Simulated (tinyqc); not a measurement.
Admittance spectroscopy and thermally stimulated current of one trap level in a depletion layer. Changing the capture cross section sigma. Computed by tinyqc, a small Python program. Command: `OMP_NUM_THREADS=1 python tinyqc.py 3114366 3114367 out.jsonl admit sweep`. One thread of a shared host (Intel(R) Xeon(R) Processor @ 2.30GHz), about 0.01 s of CPU time with the checks.

A Schottky junction on n-type material holds one donor-like electron trap; shallow donors are fully ionised and abrupt depletion edges are assumed.

Inputs (values chosen for the exercise, modelled on n-type 4H-SiC): density-of-states mass m = 0.79 m_0; shallow doping N = 2.7e+16 1/cm^3; trap density N_t = 8.4e+15 1/cm^3; trap depth E_t below the band = 0.516 eV; test frequency f = 40000 Hz; heating rate beta = 0.21 K/s.

Constants: k_B = 1.380649e-23 J/K; m_0 = 9.1093837015e-31 kg; h = 6.62607015e-34 J s; k_B = 8.617333262e-05 eV/K.

Method:
- N_c = 2 (2 pi m k_B T/h^2)^(3/2), v_th = sqrt(3 k_B T/m), emission rate e_n = sigma v_th N_c exp(-E_t/(k_B T)).
- Where the level crosses the Fermi level capture equals emission, so the trap follows the signal with the rate 2 e_n; G/omega peaks at omega = 2 e_n (the correction for large N_t/N is left out).
- Solve 2 e_n(T_p) = 2 pi f.
- Thermally stimulated current without retrapping: filled share n(T) = exp(-(1/beta) int e_n dT), current proportional to e_n n; the peak obeys beta (E_t/(k_B T^2) + 2/T) = e_n(T). The integral starts at 0.5 T_m and uses 4000 trapezoid steps to 1.2 T_m.
- Chen's first-order estimate from the full width W = T_2 - T_1 between the half-height points: E = 2.52 k_B T_m^2/W - 2 k_B T_m.

One run for each value:
```
capture cross section sigma (cm^2)  peak temperature T_p (K)  peak temperature T_m (K)  E_t/(k_B T_m)
1.00e-18                                              658.62                    261.51         22.898
1.00e-17                                              543.81                    240.72         24.876
1.00e-16                                              461.18                    222.81         26.875
1.00e-15                                              399.24                    207.25         28.892
1.00e-14                                              351.30                    193.62         30.927
1.00e-13                                              313.21                    181.58         32.977
1.00e-12                                              282.28                    170.89         35.040
```

Over the rows, peak temperature T_p (K) falls from 659 to 282 (exponent d ln y / d ln x -0.083 between the first rows and -0.045 between the last); peak temperature T_m (K) falls from 262 to 171 (exponent d ln y / d ln x -0.036 between the first rows and -0.026 between the last); E_t/(k_B T_m) rises from 22.9 to 35.0 (exponent d ln y / d ln x 0.036 between the first rows and 0.026 between the last).

Caution (all rows): N_t/N is not small, so the peak moves away from omega = 2 e_n.

Extremes, crossings and ranges named in words are read from the listed rows.
